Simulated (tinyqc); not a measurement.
Worked calculation: electron-beam lithography: double-Gaussian proximity function, edge placement and dose correction for parallel lines. Computed by tinyqc, a small Python program that keeps every step. Command: `OMP_NUM_THREADS=1 python tinyqc.py 3111763 3111764 out.jsonl proximity walk`. One thread of a shared host (Intel(R) Xeon(R) Processor @ 2.30GHz), about 0.01 s of CPU time with the checks. Intermediate numbers are printed to about 6 digits and carried at full precision; extremes and crossings named in words are read from the listed rows.

Lines are infinitely long. Absorbed energy is counted so that the middle of a very large area written at dose 1 receives 1; the resist develops where it exceeds 1/2.

Inputs (values chosen for the exercise, of the order of those for 30 keV electrons in resist on silicon):
```
quantity                              value               unit
forward range alpha                   0.023         micrometre
backscatter range beta                  4.7         micrometre
backscatter ratio eta                  0.45                  -
base dose D0                            510  microcoulomb/cm^2
beam current                           0.71                 nA
pixel size                                5                 nm
width of the test line                 0.11         micrometre
pattern density around the test line  0.087                  -
```

line widths (micrometre): 0.51  1  0.041  0.036

gaps between the lines (micrometre): 0.24  0.24  0.35

Constants: e = 1.602176634e-19 C.

## Layout

The first line starts at x = 0; each next one starts after the width and the gap.

Lines (micrometre):
```
line  left edge  right edge  centre
1         0.000       0.510  0.2550
2         0.750       1.750  1.2500
3         1.990       2.031  2.0105
4         2.381       2.417  2.3990
```

## Interaction matrix

f(r) = [exp(-r^2/alpha^2)/alpha^2 + eta exp(-r^2/beta^2)/beta^2]/(pi (1 + eta)). A line from a to b at dose d gives E(x) = d [S(alpha) + eta S(beta)]/(1 + eta), S(s) = [erf((b - x)/s) - erf((a - x)/s)]/2. M_ij is the mean of E at the two edges of line i from line j at dose 1.

M:
```
          1         2         3         4
1  0.363753  0.035405  0.001326  0.001087
2  0.017965  0.381527  0.001472  0.001251
3  0.016514  0.036161  0.342320  0.001332
4  0.015421  0.034976  0.001517  0.336907
```

## Dose correction

Uncorrected edge energies are M 1. Solve M d = 1/2 for the doses d that put the mean edge energy of every line at the threshold.

edge energies at dose 1: 1 0.401571, 2 0.402215, 3 0.396326, 4 0.388821

corrected doses: 1 1.24513, 2 1.24278, 3 1.26425, 4 1.29239

largest over smallest dose = 1.03992

Line 4 needs the most and line 2 the least; a narrow isolated line much wider than alpha would need 1 + eta = 1.45.

## Printed widths

Edges are the roots of E(x) = 1/2 between a line centre and the middle of the next gap. Three cases: dose 1 everywhere; one common dose equal to the mean of d; the corrected doses.

Width error, printed less drawn (nm):
```
line  drawn width (nm)    dose 1  mean dose  corrected
1                  510  -11.8957   0.603226   2.30e-05
2                 1000  -11.8134   0.679302   6.00e-06
3                   41  -13.6146  -0.017507   4.00e-06
4                   36  -16.2163  -0.992875   5.00e-06
```

With the common mean dose the errors span 1.7 nm. With corrected doses the largest error is below 0.01 nm.

## Dose to size and latitude

A test line of width w << beta in surroundings of density rho, all at dose d: near its edge E(x) = d [S + eta rho]/(1 + eta), S = [erf((b - x)/alpha) - erf((a - x)/alpha)]/2 for edges a and b, the second term being the background energy. Dose to size d_s = (1 + eta)/(erf(w/alpha) + 2 eta rho), dose = d_s D0; edge slope d [1 - exp(-w^2/alpha^2)]/(sqrt(pi) alpha (1 + eta)); width change per 1 % of dose = 2 x 0.01 x (1/2)/slope.

dose to size d_s = 1.34471

dose = 685.802 microcoulomb/cm^2

edge slope = 0.0227488 1/nm

width change per 1 % of dose = 0.439585 nm

background energy = 0.0363072

The background supplies 7 % of the threshold.

## Shot noise and writing time

With dose = d_s D0: electrons per pixel N = dose x pixel area/e; relative noise 1/sqrt(N); time per cm^2 of pattern area = dose x density/current; pixel rate = current/(dose x pixel area).

electrons per pixel = 1070.11

shot noise = 3.05693 %

writing time per cm^2 = 23.3430 h

pixel rate = 4.14114 MHz

Checks made by the program: corrected edge energies (relative difference below 1e-10).
